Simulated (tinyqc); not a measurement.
Leakage through a gate insulator: direct, Fowler-Nordheim, trap-assisted and Poole-Frenkel currents: one step, computed by the program tinyqc. Command: `OMP_NUM_THREADS=1 python tinyqc.py 3013148 3013149 out.jsonl oxideleak walk`. One thread of a shared host (Intel(R) Xeon(R) Processor @ 2.30GHz), about 0.01 s of CPU time with the checks.

Electrons enter from the cathode Fermi level at x = 0; the conduction band of the insulator lies phi_b - e F x above it, F = V/t. WKB exponents use a parabolic band with mass m.

Question. Poole-Frenkel bound. Poole-Frenkel emission over the lowered barrier of a charged trap: lowering sqrt(e F/(pi eps_opt eps_0)); J_PF = e N_t^(2/3) nu_0 exp(-(phi_t - lowering)/k_B T), one sheet of traps emitting with supply unlimited (an upper bound).

Inputs (values chosen for the exercise, with an insulator like SiO2):
```
quantity                        value   unit
thickness t                       1.7     nm
optical constant eps_opt         2.08      -
voltage across the insulator V   0.35      V
trap depth phi_t                  1.7     eV
trap density N_t                4e+17  cm^-3
attempt rate nu_0               3e+13    1/s
temperature T                     200      K
```

Constants: e = 1.602176634e-19 C; eps_0 = 8.8541878128e-12 F/m; k_B = 8.617333262e-05 eV/K.

Give: barrier lowering; Poole-Frenkel bound J_PF.

Answer.

barrier lowering = 0.7551 eV

Poole-Frenkel bound J_PF = 4.029e-18 A/cm^2

Caution: the film is too thin for the Poole-Frenkel picture (the lowering is a large part of the whole drop, or the traps are further apart than the film is thick), so J_PF is only nominal.
